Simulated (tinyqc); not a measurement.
Low-temperature mobility of a two-dimensional electron gas with static screening: one step, computed by the program tinyqc. Command: `OMP_NUM_THREADS=1 python tinyqc.py 3020278 3020279 out.jsonl twodeg walk`. One thread of a shared host (Intel(R) Xeon(R) Processor @ 2.30GHz), about 0.01 s of CPU time with the checks.

One subband is filled, the gas is degenerate and scatters at the Fermi circle; one permittivity serves on both sides of the interface. All formulas are in SI units, masses times m_0. Piezoelectric and polar phonons are left out, and n_s is taken as set by a gate, independent of N_i.

Question. The integrands at a few angles. Form factors with u = q/b: screening G(q) = [1 + 9u/8 + 3u^2/8]/(1 + u)^3, remote charge P(q) = exp(-q d)/(1 + u)^3. Dielectric function eps(q) = 1 + q_TF G(q)/q, with q = 2 k_F sin(theta/2). Roughness: <|U|^2> = (e F)^2 S(q), S = pi Delta^2 Lambda^2/(1 + q^2 Lambda^2/2)^(3/2). Remote charges: <|U|^2> = N_i [e^2 P(q)/(2 eps eps_0 q)]^2. The last two columns are (m/(pi hbar^3)) <|U|^2>/eps(q)^2.

Inputs (values chosen for the exercise, modelled on an InAs channel):

| quantity | value | unit |
|---|---|---|
| in-plane mass m | 0.0294 | m_0 |
| permittivity eps | 14.7 | - |
| roughness height Delta | 0.26 | nm |
| correlation length Lambda | 2.4 | nm |
| remote charge density N_i | 2.2e+11 | 1/cm^2 |
| distance d of the charges from the interface | 29 | nm |

Wave function: Fang-Howard. Roughness spectrum: exponential.

k_F = 0.1175713 1/nm

b = 0.1944697 1/nm

q_TF = 0.07558905 1/nm

effective field F = 0.01969538 MV/cm

Constants: m_0 = 9.1093837015e-31 kg; hbar = 1.054571817e-34 J s; e = 1.602176634e-19 C; eps_0 = 8.8541878128e-12 F/m.

Give: Integrands (1e9/(s rad)).

Answer.

Integrands (1e9/(s rad)):

| theta (degrees) | q (1/nm) | G | eps(q) | roughness | remote charges |
|---|---|---|---|---|---|
| 5 | 0.0103 | 0.9089 | 7.698 | 0.0149 | 1.011e+04 |
| 15 | 0.0307 | 0.7647 | 2.883 | 0.1061 | 1.390e+03 |
| 30 | 0.0609 | 0.6136 | 1.762 | 0.2806 | 7.736e+01 |
| 60 | 0.1176 | 0.4399 | 1.283 | 0.5074 | 4.377e-01 |
| 90 | 0.1663 | 0.3503 | 1.159 | 0.5873 | 6.660e-03 |
| 135 | 0.2172 | 0.2871 | 1.100 | 0.6045 | 1.020e-04 |
| 180 | 0.2351 | 0.2698 | 1.087 | 0.6007 | 2.446e-05 |
